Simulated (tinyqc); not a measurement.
Comparisons within one model: propagation of a band-gap error through k.p and effective-mass formulas. A value that a table varies takes the place of the one given here.

Chain, for a gap E (the reference Eg or another value), with Ep and Dso kept: 1/me = 1 + Ep (E + 2 Dso/3)/(E (E + Dso)); g* = 2 - 2 Ep Dso/(3 E (E + Dso)); g1(E) = g1 + (Ep/3)(1/E - 1/Eg), g2(E) = g2 + (Ep/6)(1/E - 1/Eg), light hole 1/(g1 + 2 g2), heavy hole 1/(g1 - 2 g2) along [100]; optical constant ei(E) = 1 + (ei - 1)(EP/(EP + E - Eg))^2, static e0(E) = ei(E) + e0 - ei.

Donor: R = Ry me/e0^2, a_B = a0 e0/me, Mott density (0.26/a_B)^3. Nc, Nv = 2 (m kT/(4 pi c))^(3/2), c = hbar^2/2m0, ni = sqrt(Nc Nv) exp(-E/2kT). Exciton: Ry mu/e0^2 with 1/mu = 1/me + g1(E). 1 angstrom^-3 = 1e24 cm^-3.

Constants: Ry = 13.60569312 eV; a0 (Bohr radius) = 0.5291772105 angstrom; kB = 8.617333262e-05 eV/K; hbar^2/2m0 = 3.80998211 eV angstrom^2.

Inputs chosen for the exercise (reference values near those of GaAs, gap at low temperature; not measured data):
- Eg = 1.52 eV (gap at Gamma to the s-like level)
- Dso = 0.347 eV (spin-orbit splitting)
- Ep = 26.2 eV (Kane energy)
- g1 = 7 (Luttinger gamma1)
- g2 = 2.05 (gamma2)
- e0 = 12.73 (static dielectric constant)
- ei = 10.76 (optical dielectric constant)
- EP = 5.29 eV (mean (Penn) gap)
- mh = 0.47 m0 (density-of-states mass of the holes)
- T = 400 K (temperature)
- Eg2 = 3.04 eV (a wrong gap, of the size a hybrid with far too much exact exchange can give)

## The size of the error

E = f Eg; ratios against f = 1.

Results:

| f | E (eV) | me ratio | light-hole ratio | e0 ratio | donor ratio | Mott ratio | g* | log10 ni ratio |
|---|---|---|---|---|---|---|---|---|
| 0.25 | 0.380 | 0.291 | 0.244 | 1.479 | 0.133 | 0.00762 | -19.939 | 6.78 |
| 0.40 | 0.608 | 0.442 | 0.392 | 1.353 | 0.241 | 0.0348 | -8.438 | 5.48 |
| 0.60 | 0.912 | 0.634 | 0.592 | 1.212 | 0.431 | 0.143 | -3.279 | 3.68 |
| 0.80 | 1.216 | 0.819 | 0.794 | 1.096 | 0.682 | 0.418 | -1.189 | 1.85 |
| 1.00 | 1.520 | 1.000 | 1.000 | 1.000 | 1.000 | 1.00 | -0.136 | 0.00 |
| 1.20 | 1.824 | 1.176 | 1.209 | 0.919 | 1.393 | 2.10 | 0.469 | -1.86 |
| 1.50 | 2.280 | 1.433 | 1.527 | 0.819 | 2.133 | 5.34 | 0.988 | -4.67 |
| 2.00 | 3.040 | 1.841 | 2.073 | 0.696 | 3.802 | 18.5 | 1.411 | -9.38 |

How do the results move?

Between f = 0.8 and 1.2 the mean powers d ln(ratio)/d ln f are 0.89 for me, 1.03 for the light hole, -0.44 for e0, 1.76 for the donor energy and 3.98 for the Mott density; ni moves by -0.61 decades per 0.1 eV, against -0.1 eV/(2 kT ln 10) = -0.63 from the exponential alone, the rest coming from Nc through me^(3/4). g* changes sign between f = 1.00 and 1.20; the place of this zero hangs on remote bands, which are left out.

## What each input does

All at E = Eg2. Each row changes one parameter from the base and keeps the others.

Results:

| case | me (m0) | light hole (m0) | e0 | donor (meV) | exciton (meV) | log10 ni |
|---|---|---|---|---|---|---|
| base | 0.1072 | 0.1868 | 8.86 | 18.591 | 12.887 | -0.537 |
| Eg2 = 2.797 eV | 0.0998 | 0.1708 | 9.30 | 15.685 | 10.917 | 0.970 |
| Dso = 0.375 eV | 0.1075 | 0.1868 | 8.86 | 18.634 | 12.907 | -0.537 |
| Ep = 24.104 eV | 0.1155 | 0.1720 | 8.86 | 20.021 | 13.319 | -0.513 |
| g1 = 6.44 | 0.1072 | 0.2086 | 8.86 | 18.591 | 13.447 | -0.537 |
| EP = 5.713 eV | 0.1072 | 0.1868 | 9.06 | 17.781 | 12.325 | -0.537 |
| ei = 11.621 | 0.1072 | 0.1868 | 8.52 | 20.112 | 13.941 | -0.537 |
| mh = 0.508 m0 | 0.1072 | 0.1868 | 8.86 | 18.591 | 12.887 | -0.512 |
| T = 432 K | 0.1072 | 0.1868 | 8.86 | 18.591 | 12.887 | 0.931 |

How do the results move?

The largest shifts from the base row, up to three for each result and ties (the steps differ in size, so this ranks the rows, not the parameters). me (m0): Ep +0.0082, Eg2 -0.0075, Dso +0.0002; unchanged at the printed digits by g1, EP, ei, mh and T. light hole (m0): g1 +0.0218, Eg2 -0.0159, Ep -0.0148; unchanged at the printed digits by Dso, EP, ei, mh and T. e0: Eg2 +0.44, ei -0.34, EP +0.20; unchanged at the printed digits by Dso, Ep, g1, mh and T. donor (meV): Eg2 -2.907, ei +1.520, Ep +1.430; unchanged at the printed digits by g1, mh and T. exciton (meV): Eg2 -1.970, ei +1.054, EP -0.562; unchanged at the printed digits by mh and T. log10 ni: Eg2 +1.507, T +1.469, mh +0.025; unchanged at the printed digits by Dso, g1, EP and ei.

tinyqc: `OMP_NUM_THREADS=1 python tinyqc.py 1881234 1881235 out.jsonl`; about 0.01 s, one thread, shared Intel(R) Xeon(R) Processor @ 2.30GHz.
